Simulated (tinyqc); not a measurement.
# Changing the spring ratio k'/k at the defect

Model: vibrations of a mass or spring defect in a linear chain. Computed by tinyqc, a small Python program. Command: `OMP_NUM_THREADS=1 python tinyqc.py 3002249 3002250 out.jsonl localmode sweep`. One thread of a shared host (Intel(R) Xeon(R) Processor @ 2.30GHz), about 0.03 s of CPU time with the checks.

A ring of N atoms with nearest-neighbour springs k and motion along the chain. Atom 1 is the defect, of mass M', and its two springs are k'. Odd sites are A (the defect replaces an A atom), even sites B.

Inputs (values chosen for the exercise, for a model chain):
```
quantity,value,unit
spring constant k,2.02,eV/angstrom^2
mass M_A,88.3,u
mass M_B,44.5,u
defect mass M',9.13,u
```

Host: diatomic.

Constants: nu for 1 eV/(angstrom^2 u) = 15.6333042 THz.

Method:
- Host bands: lambda from 0 to 2k/M(heavy) and from 2k/M(light) to 2k (1/M_A + 1/M_B).
- nu = 15.6333042 THz x sqrt(lambda), lambda in eV/(angstrom^2 u).
- D_ii = (sum of the two springs at i)/M_i, D_ij = -k_ij/sqrt(M_i M_j) for neighbours, closed into a ring.
- The same matrix for 120 atoms; amplitudes are the mass-weighted eigenvector, in size, relative to the defect, for the highest mode; its weight is the squared component of the normalised eigenvector on the defect.

One run for each value:
```
spring ratio k'/k at the defect,ratio to the top of the host band,weight of the highest mode on the defect,"highest frequency, long ring (THz)"
0.3,1.0633,0.76428,6.142
0.6,1.4778,0.86944,8.537
0.9,1.8034,0.88509,10.418
1.2,2.0791,0.89153,12.010
1.5,2.3225,0.89504,13.416
1.8,2.5427,0.89725,14.688
2.1,2.7453,0.89877,15.859
2.4,2.9340,0.89988,16.949
```

Over the rows, ratio to the top of the host band rises from 1.06 to 2.93 (exponent d ln y / d ln x about 0.49 throughout); weight of the highest mode on the defect rises from 0.764 to 0.900 (exponent d ln y / d ln x 0.19 between the first rows and 0.0092 between the last); highest frequency, long ring (THz) rises from 6.14 to 16.9 (exponent d ln y / d ln x about 0.49 throughout).

Extremes, crossings and ranges named in words are read from the listed rows.
